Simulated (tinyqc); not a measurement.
Ballistic transport through the one-dimensional subbands of a rectangular nanowire or nanosheet channel. From line density n back to equivalent oxide thickness t. Computed by tinyqc, a small Python program. Command: `OMP_NUM_THREADS=1 python tinyqc.py 3026479 3026480 out.jsonl wire inv`. One thread of a shared host (Intel(R) Xeon(R) Processor @ 2.30GHz), about 0.09 s of CPU time with the checks.

Hard walls, parabolic subbands, transport along x. Energies are counted from the bulk conduction band edge at the top of the barrier, which the gate pulls down by U; the source Fermi level lies at the bulk edge when U = 0.

Inputs (values chosen for the exercise, modelled on silicon):
```
quantity                          value  unit
light mass m_t                     0.19   m_0
heavy mass m_l                    0.915   m_0
height a                            4.8    nm
width b                             5.5    nm
gate voltage above flat band V_G    1.1     V
drain voltage V_D                  0.05     V
temperature T                       150     K
```

Valleys: silicon [100] wire.

Constants: hbar^2/(2 m_0) = 3.80998212 eV angstrom^2; k_B = 8.617333262e-05 eV/K; m_0 = 9.1093837015e-31 kg; k_B = 1.380649e-23 J/K; hbar = 1.054571817e-34 J s; eps_0 = 8.8541878128e-12 F/m; e = 1.602176634e-19 C; h = 6.62607015e-34 J s.

Method:
- E_pq = (hbar^2 pi^2/2)(p^2/(m_y b^2) + q^2/(m_z a^2)); valley pairs: (m_x, m_y, m_z) = (m_t, m_t, m_l), (m_t, m_l, m_t), (m_l, m_t, m_t), each with degeneracy g = 2; the 10 lowest subbands are kept.
- F_j(eta) = (1/Gamma(j + 1)) int_0^infinity x^j/(1 + exp(x - eta)) dx, F_0 = ln(1 + exp(eta)). Integrals over x = E/(k_B T) use 160 Gauss-Legendre points in u = sqrt(x) from 0 to sqrt(max(eta, 0) + 32).
- With degeneracy g = 2, eta_i = (U - E_i)/(k_B T) and u = e V_D/(k_B T): line density n = sum_i g sqrt(2 m_x k_B T/pi)/(2 hbar) [F_-1/2(eta_i) + F_-1/2(eta_i - u)]; gate: e n = C_ox (V_G - U/e), C_ox = 3.9 eps_0 2 (a + b)/t (flat-plate estimate); I = (2 e k_B T/h) sum_i g [F_0(eta_i) - F_0(eta_i - u)].

Task: A run gave the result below. Find the equivalent oxide thickness t, known to lie between 0.67 and 1.3 nm.

line density n = 4.036741 1/nm

Result:

Each step takes the trial c = (a f_b - b f_a)/(f_b - f_a), f being the result less the target and a, b, c the logarithms of the listed values; c replaces end b, the old b replaces a if the sign of f changed, and otherwise f_a is halved.

Scan of the range:
```
equivalent oxide thickness t (nm)  line density n (1/nm)
0.670                                            5.66623
0.748                                            5.14211
0.836                                            4.65444
0.933                                            4.21291
1.040                                            3.81370
1.160                                            3.44790
1.300                                            3.10186
```

False position (Illinois rule, in the logarithm of the input) inside the bracket:
```
step     end a    end b     trial  line density n (1/nm)
1     0.933000  1.04000  0.978789                4.03225
2     0.933000  0.97879  0.976515                4.04085
3     0.978789  0.97651  0.977601                4.03674
4     0.976515  0.97760  0.977600                4.03674
```

Line density n falls at every point of a 13-point scan of the range (every second point is shown), so one value fits; it is bracketed by 0.933 and 1.04. Answer: equivalent oxide thickness t = 0.9776 nm.
